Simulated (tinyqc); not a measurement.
Surface Green function of a two-leg ladder, Sancho-Rubio decimation: two steps of the calculation.

A semi-infinite lead of cells 0, 1, 2, ... with H0 inside a cell and H1 = <cell i|H|cell i + 1>. One rung (site 1 on leg a, site 2 on leg b) is a cell; all hoppings enter with a minus sign. z = E + i eta.

Inputs (values chosen for the exercise): energy E = -1.07 eV; broadening eta = 0.05 eV.

Question 1. Decimation. Start with e_s = e = H0, a = H1, b = H1^dagger. Each round: g = (z - e)^(-1); e_s <- e_s + a g b; e <- e + a g b + b g a; a <- a g a; b <- b g b (all with the old a, b). Round k joins cells 2^k apart.

H0 (eV):
```
       1      2
1      0  -0.79
2  -0.79   0.51
```

H1 (eV):
```
      1      2
1  -2.7      0
2     0  -2.42
```

Wanted: g; e_s after round 1; e after round 1; a after round 1; b after round 1.

Answer 1.

g (1/eV):
```
               1              2
1  -1.468-0.136i  -0.731-0.091i
2  -0.731-0.091i  -0.996-0.077i
```

e_s after round 1 (eV):
```
              1            2
1  -10.70-0.99i  -5.57-0.59i
2   -5.57-0.59i  -5.32-0.45i
```

e after round 1 (eV):
```
              1             2
1  -21.40-1.98i  -10.34-1.19i
2  -10.34-1.19i  -11.16-0.90i
```

a after round 1 (eV):
```
              1            2
1  -10.70-0.99i  -4.78-0.59i
2   -4.78-0.59i  -5.83-0.45i
```

b after round 1 (eV):
```
              1            2
1  -10.70-0.99i  -4.78-0.59i
2   -4.78-0.59i  -5.83-0.45i
```

Question 2. Self-energy, Dyson check and densities of states. Sigma = H1 g_s H1^dagger is what the lead adds to one more cell, and (z - H0 - Sigma)^(-1) must give g_s back. Densities of states: -Im of the diagonals over pi.

H0 (eV):
```
       1      2
1      0  -0.79
2  -0.79   0.51
```

H1 (eV):
```
      1      2
1  -2.7      0
2     0  -2.42
```

converged surface Green function g_s (1/eV):
```
                         1                        2
1  -0.07265735-0.35472633i   0.05977936-0.01670145i
2   0.05977936-0.01670145i  -0.13336667-0.38068455i
```

converged bulk Green function (1/eV):
```
                         1                        2
1  -0.00042528-0.19188733i   0.00043210+0.00928585i
2   0.00043210+0.00928585i  -0.00092143-0.22222946i
```

Wanted: Sigma; (z - H0 - Sigma)^(-1); surface density of states; bulk density of states.

Answer 2.

Sigma (eV):
```
               1              2
1  -0.530-2.586i   0.391-0.109i
2   0.391-0.109i  -0.781-2.229i
```

(z - H0 - Sigma)^(-1) (1/eV):
```
                 1                2
1  -0.0727-0.3547i   0.0598-0.0167i
2   0.0598-0.0167i  -0.1334-0.3807i
```

```
orbital  surface density of states (1/eV)  bulk density of states (1/eV)
1                                  0.1129                        0.06108
2                                  0.1212                        0.07074
```

Numbers from tinyqc (`OMP_NUM_THREADS=1 python tinyqc.py 2680010 2680011 out.jsonl`; about 0.07 s on one thread of a shared Intel Xeon 2.30GHz).
